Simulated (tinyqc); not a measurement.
# Floating body of a partially depleted SOI transistor: body voltage and kink, step by step

Program tinyqc, `OMP_NUM_THREADS=1 python tinyqc.py 2182042 2182043 out.jsonl`; Intel Xeon 2.30GHz, shared host, one thread, about 0.2 s. Printed values are rounded.

Source at 0 V. Channel current Ic = 2 nf K Vt^2 [F(0) - F(Vd)](1 + la Vd), F(V) = ln^2(1 + exp((Vg - VT - nf V)/(2 nf Vt))), VT = VT0 - gb Vb. Saturation voltage Vs = 2 Vt sqrt(F(0)) + 3 Vt, excess Ve = (Vd - Vs + sqrt((Vd - Vs)^2 + 0.0004 V^2))/2, multiplication M1 = Ai Ve exp(-Bl/Ve). Each junction passes D(v) = J1 (exp(v/Vt) - 1) + J2 (exp(v/(2 Vt)) - 1). Bipolar current Ib = bb J1 (exp(Vb/Vt) - 1). The body settles where M1 (Ic + Ib) = D(Vb) + D(Vb - Vd) + Vb/Rb; drain current Id = (1 + M1)(Ic + Ib) - D(Vb - Vd).

Values chosen for this exercise; values of the order met in partially depleted silicon-on-insulator transistors: temperature T = 300 K; threshold at zero body voltage VT0 = 0.48 V; fall of the threshold per volt of body voltage gb = 0.26; slope factor nf = 1.19; gain factor per width K = 150 uA/(V^2 um); channel-length modulation factor la = 0.07 1/V; impact-ionisation prefactor Ai = 2.06 1/V; impact-ionisation voltage Bl = 7.7 V; diffusion saturation current of each junction J1 = 1.8e-12 uA/um; recombination saturation current of each junction J2 = 1.5e-8 uA/um; gain of the lateral bipolar transistor on the diffusion current bb = 1; resistance of a weak body tie to the source (1e9 stands for no tie, and the term is then dropped) Rb = 60000 kohm um; gate voltage Vg = 0.74 V; drain voltage Vd = 2.1 V.

Constants: q = 1.602176634e-19 C, kB = 1.380649e-23 J/K, Vt = kB T/q. Results are converted to the units shown.

Range of the model: The multiplication law is an empirical form chosen for the exercise; self-heating and capacitive coupling to the body are left out, and the linear laws are rough once Vb passes about 0.7 V or M1 about 0.1.

## Starting value

Vb = 0.6 V.

Vb at the start = 0.6 V

## Iteration 1: new Vb

Current into the body I_in = M1 (Ic + Ib) - D(Vb - Vd), current out I_out = D(Vb) + Vb/Rb; f = ln(I_in/I_out), s = df/dVb by central differences over 1e-5 V, Vb(new) = Vb - f/s.

Ic = 12.5145 uA/um
Ve = 1.67286 V
M1 = 0.0345399
I_in = 0.432995 uA/um
I_out = 0.0332625 uA/um
f = 2.56630
s = -26.0157 1/V
Vb after iteration 1 = 0.698644 V

## Iteration 2: new Vb

As before.

Ic = 14.1033 uA/um
Ve = 1.65133 V
M1 = 0.0321092
I_in = 0.484368 uA/um
I_out = 1.00441 uA/um
f = -0.729311
s = -35.1681 1/V
Vb after iteration 2 = 0.677906 V

## Course of the iteration

Stop when the step is below 1e-10 V, or after 40 iterations.

Course of the iteration:
```
iteration  Vb before the step (V)  step (V)
1                             0.6    0.0986
2                        0.698644   -0.0207
3                        0.677906   2.58e-4
4                        0.678164   2.79e-9
5                        0.678164         0
```

Converged in 5 iterations.

## Drain current with floating and with grounded body

converged Vb = 0.678164 V

Id and VT at the converged Vb, Id at Vb = 0, their ratio, and the bipolar share Ib/(Ic + Ib).

VT = 0.303677 V
Id, floating = 14.6735 uA/um
Id, grounded = 5.17596 uA/um
ratio = 2.83492
bipolar share = 3.12841 %

The body rises to 0.678 V and lowers the threshold by 176 mV.
